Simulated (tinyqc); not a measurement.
Inside a calculation. Model: stacked nanosheet transistor, parasitic resistance, capacitance and delay.

tinyqc, about 0.07 s, one thread, Intel Xeon 2.30GHz (shared host): `OMP_NUM_THREADS=1 python tinyqc.py 2170090 2170091 out.jsonl` Printed values are rounded.

Ns sheets share one contact on top; each has perimeter p = 2 (Ws + ts) and cross-section A = Ws ts; contact width Wc = Ws + 10 nm, stack height Hs = Ns pv. Sheet 1 is the top one. Contact length Lc = CPP - Lg - 2 Lsp, shared by two neighbouring gates. Source and drain sides are equal. The formulas are first-order estimates, not field solutions.

Parameters, values chosen for the exercise; values close to those of silicon logic devices: temperature T = 300 K; number of sheets Ns = 3; sheet width Ws = 30 nm; sheet thickness ts = 7 nm; vertical pitch of the sheets pv = 18 nm; vertical resistance between sheet levels rv = 61 ohm; contacted gate pitch CPP = 45 nm; gate length Lg = 18 nm; spacer length Lsp = 7 nm; relative permittivity of the spacer ks = 4; gate height above the channel stack Hc = 30 nm; contact resistivity rc = 5.8e-10 ohm cm^2; resistivity of the source-drain epitaxy re = 0.00062 ohm cm; current-carrying depth of the epitaxy te = 20 nm; resistivity of the extension rx = 0.00089 ohm cm; gate overlap Lov = 0.5 nm; inversion capacitance Cinv = 3.2 uF/cm^2; injection velocity vx = 9.8e6 cm/s; apparent mobility mu = 200 cm^2/(V s); threshold at zero drain voltage VT = 0.2 V; barrier lowering dl = 0.076 V/V; subthreshold factor n = 1.23; wire load Cw = 0.4 fF; supply voltage Vdd = 0.65 V.

Constants: q = 1.602176634e-19 C, kB = 1.380649e-23 J/K, eps0 = 8.8541878128e-12 F/m, Vt = kB T/q. Results are converted to the units shown.

## Geometry and resistances

Epitaxy sheet resistance Rsh = re/te, transfer length LT = sqrt(rc/Rsh), contact Rc = [sqrt(rc Rsh)/Wc] coth(Lc/(2 LT)); extension of one sheet Rx = rx Lsp/A. Effective width N p; for equal currents and rv = 0 one side has Rc + Rx/N.

Lc = 13 nm
effective width = 222 nm
Rsh = 310 ohm
LT = 13.6783 nm
Rc = 239.621 ohm
Rx = 296.667 ohm
one side times effective width = 75.1492 ohm um

Lc/2 is 0.48 transfer lengths, and Rc is 7.4 % above the area limit rc/(Wc Lc/2). The contact makes up 70.8 % of one side.

## Capacitances

With N sheets: gate Cg = Cinv p N Lg; per side, plate Cp = ks eps0 [Wc (Hs + Hc) - N A]/Lsp, top fringe Cf = (2/pi) ks eps0 Wc ln(1 + Lg/(2 Lsp)), overlap Co = Cinv p N Lov. Cs = Cp + Cf + Co. An inverter of two such devices driving an equal one has the load CL = 2 (Cg + 2 Cs) + 4 Cs + Cw (its own drains counted twice for the Miller effect).

Cg = 127.872 aF
Cp = 13.8125 aF
Cf = 0.745565 aF
Co = 3.552 aF
CL = 800.625 aF

The channel capacitance gives 31.9 % of CL, the parasitic parts 18.1 % and the wire 50.0 %.

## Iteration 1: sheet currents at Vgs = Vdd, Vds = Vdd/2

I at the start (uA): sheet 1 0, sheet 2 0, sheet 3 0

One sheet: I = p Q vx u/(1 + |u|^1.8)^(1/1.8), Q = Cinv n Vt ln(1 + exp((Vg' - VT + dl Vd')/(n Vt))), u = Vd' mu/(vx Lg), Vg' = Vgs - v, Vd' = Vds - 2 v, with the drop on each side v_j = Rc sum I + rv (sum over levels k = 2..j of the current of sheets k..Ns) + Rx I_j. I(new) = I(out).

drop v (mV): sheet 1 0, sheet 2 0, sheet 3 0
I(out) (uA): sheet 1 104.712, sheet 2 104.712, sheet 3 104.712
I after iteration 1 (uA): sheet 1 104.712, sheet 2 104.712, sheet 3 104.712

## Iteration 2: sheet currents at Vgs = Vdd, Vds = Vdd/2

As before.

drop v (mV): sheet 1 106.339, sheet 2 119.114, sheet 3 125.501
I(out) (uA): sheet 1 61.9425, sheet 2 52.8508, sheet 3 47.4157
I after iteration 2 (uA): sheet 1 61.9425, sheet 2 52.8508, sheet 3 47.4157

## Course of the iteration: sheet currents at Vgs = Vdd, Vds = Vdd/2

Stop when the largest change of I is below 1e-6 uA, or after 80 iterations.

Course of the iteration:

| iteration | total I (uA) | largest \|change\| of one entry (uA) |
|---|---|---|
| 1 | 314.137 | 105 |
| 2 | 162.209 | 57.3 |
| 3 | 252.973 | 36.1 |
| 4 | 206.686 | 18.2 |
| 5 | 232.179 | 10.1 |
| 6 | 218.765 | 5.29 |
| 7 | 225.989 | 2.86 |
| 8 | 222.148 | 1.52 |
| 9 | 224.204 | 0.813 |
| ... | ... | ... |
| 23 | 223.490 | 1.25e-4 |
| 24 | 223.489 | 6.65e-5 |
| 25 | 223.489 | 3.55e-5 |
| 26 | 223.489 | 1.90e-5 |
| 27 | 223.489 | 1.01e-5 |
| 28 | 223.489 | 5.41e-6 |
| 29 | 223.489 | 2.89e-6 |
| 30 | 223.489 | 1.54e-6 |
| 31 | 223.489 | 8.24e-7 |

Converged in 31 iterations. At the end each change is about 0.53 times the one before: linear convergence. The bottom sheet carries 93.0 % of the current of the top one.

## Effective current, delay and energy

IH = I(Vdd, Vdd/2) = 223.489 uA
IL = I(Vdd/2, Vdd), solved likewise = 92.4459 uA

Ieff = (IH + IL)/2, delay CL Vdd/(2 Ieff), energy CL Vdd^2, with CL the load of an inverter that drives an equal one.

Ieff = 157.968 uA
delay = 1.64719 ps
energy = 338.264 aJ

Without any series resistance Ieff would be 217 uA, so the resistances cost 27.2 %.
